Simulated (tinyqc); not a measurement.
# Delay unit and parasitic delay from two ring oscillators

Inverse problem. A ring of 21 inverters oscillates at 1/(2 x 21 d), with stage delay d = tau (h + p) for fan-out h. Find tau, p and the delay at fan-out 4.

frequencies of 21-stage ring oscillators with fan-out 1 and 6 (GHz): 4.1523411  1.1346513

Solution. d is a straight line in h with slope tau and intercept tau p.

tau = 3.050 ps
p = 0.8800
delay at fan-out 4 = 14.88 ps

Program tinyqc, `OMP_NUM_THREADS=1 python tinyqc.py 2082145 2082146 out.jsonl`; Intel Xeon 2.30GHz, shared host, one thread, about 0.03 s.
